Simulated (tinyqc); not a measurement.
Stacked nanosheet transistor, parasitic resistance, capacitance and delay: two steps of the calculation.

Ns sheets share one contact on top; each has perimeter p = 2 (Ws + ts) and cross-section A = Ws ts; contact width Wc = Ws + 10 nm, stack height Hs = Ns pv. Sheet 1 is the top one. Contact length Lc = CPP - Lg - 2 Lsp, shared by two neighbouring gates. Source and drain sides are equal. The formulas are first-order estimates, not field solutions.

Inputs (values chosen for the exercise); values close to those of silicon logic devices: temperature T = 300 K; number of sheets Ns = 4; sheet width Ws = 15 nm; sheet thickness ts = 7 nm; vertical pitch of the sheets pv = 16 nm; vertical resistance between sheet levels rv = 73 ohm; gate length Lg = 18 nm; spacer length Lsp = 6 nm; relative permittivity of the spacer ks = 3.3; gate height above the channel stack Hc = 30 nm; gate overlap Lov = 1.5 nm; inversion capacitance Cinv = 3 uF/cm^2; injection velocity vx = 1.1e7 cm/s; apparent mobility mu = 120 cm^2/(V s); threshold at zero drain voltage VT = 0.3 V; barrier lowering dl = 0.03 V/V; subthreshold factor n = 1.17; wire load Cw = 0.39 fF; supply voltage Vdd = 0.7 V.

Constants: q = 1.602176634e-19 C, kB = 1.380649e-23 J/K, eps0 = 8.8541878128e-12 F/m, Vt = kB T/q. Results are converted to the units shown.

Task 1. Capacitances. With N sheets: gate Cg = Cinv p N Lg; per side, plate Cp = ks eps0 [Wc (Hs + Hc) - N A]/Lsp, top fringe Cf = (2/pi) ks eps0 Wc ln(1 + Lg/(2 Lsp)), overlap Co = Cinv p N Lov. Cs = Cp + Cf + Co. An inverter of two such devices driving an equal one has the load CL = 2 (Cg + 2 Cs) + 4 Cs + Cw (its own drains counted twice for the Miller effect).

Give: Cg; Cp; Cf; Co; CL.

Result 1.

Cg = 95.040 aF
Cp = 9.3987 aF
Cf = 0.42610 aF
Co = 7.9200 aF
CL = 722.04 aF

The channel capacitance gives 26.3 % of CL, the parasitic parts 19.7 % and the wire 54.0 %.

Task 2. Sheet currents at Vgs = Vdd, Vds = Vdd/2. One sheet: I = p Q vx u/(1 + |u|^1.8)^(1/1.8), Q = Cinv n Vt ln(1 + exp((Vg' - VT + dl Vd')/(n Vt))), u = Vd' mu/(vx Lg), Vg' = Vgs - v, Vd' = Vds - 2 v, with the drop on each side v_j = Rc sum I + rv (sum over levels k = 2..j of the current of sheets k..Ns) + Rx I_j. I(new) = I + 0.5 (I(out) - I).

I after iteration 1 (uA): sheet 1 26.230792, sheet 2 26.230792, sheet 3 26.230792, sheet 4 26.230792
Rc = 840.61948 ohm
Rx = 685.71429 ohm

Give: drop v; I(out); I after iteration 2.

Result 2.

drop v (mV): sheet 1 106.19, sheet 2 111.93, sheet 3 115.76, sheet 4 117.68
I(out) (uA): sheet 1 26.685, sheet 2 24.808, sheet 3 23.514, sheet 4 22.853
I after iteration 2 (uA): sheet 1 26.458, sheet 2 25.519, sheet 3 24.872, sheet 4 24.542

Program tinyqc, `OMP_NUM_THREADS=1 python tinyqc.py 2170155 2170156 out.jsonl`; Intel Xeon 2.30GHz, shared host, one thread, about 0.1 s.
